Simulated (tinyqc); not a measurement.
One-sided p+-n junction, ionisation integral and breakdown: one step of the calculation.

A p+ layer at x < 0 and an n drift layer from x = 0. Depletion approximation, built-in voltage neglected. Local ionisation coefficients alpha_n = an exp(-(bn/E)^mx), alpha_p = ap exp(-(bp/E)^mx). Electrons move towards +x, holes towards x = 0.

Problem. Ionisation integrals by the trapezoid rule. G(x) = integral from 0 to x of (alpha_n - alpha_p); I_n = integral of alpha_n exp(-G) (electrons injected at x = 0), I_p = integral of alpha_p exp(G(end) - G) (holes injected at the far edge); M = 1/(1 - I). All integrals by the trapezoid rule on the grid.

```
point      x (um)  alpha_n (1/cm)  alpha_p (1/cm)
0      0.00000000       623.16611     1.1710803e5
1      0.04306030       335.88197       83567.441
2      0.08612059       170.18757       57654.413
3      0.12918089       80.276624       38252.437
4      0.17224119       34.832970       24248.709
5      0.21530148       13.700400       14568.924
6      0.25836178       4.7953339       8213.1298
7      0.30142208       1.4592035       4289.4413
8      0.34448237      0.37462620       2041.6986
9      0.38754267     0.078024602       866.92424
10     0.43060297     0.012511342       319.13093
11     0.47366327    0.0014382815       97.959226
```

Wanted: G; alpha_n exp(-G); I_n; I_p; M_n; M_p.

Solution.

```
point       G  alpha_n exp(-G) (1/cm)
0       0.000                   623.2
1      -0.430                   516.3
2      -0.733                   354.2
3      -0.939                   205.3
4      -1.073                   101.9
5      -1.157                    43.6
6      -1.206                    16.0
7      -1.233                     5.0
8      -1.246                     1.3
9      -1.252                     0.3
10     -1.255                     0.0
11     -1.256                     0.0
```

I_n = 0.006698
I_p = 0.7059
M_n = 1.007
M_p = 3.401

Numbers from tinyqc (`OMP_NUM_THREADS=1 python tinyqc.py 2120053 2120054 out.jsonl`; about 0.05 s on one thread of a shared Intel Xeon 2.30GHz).
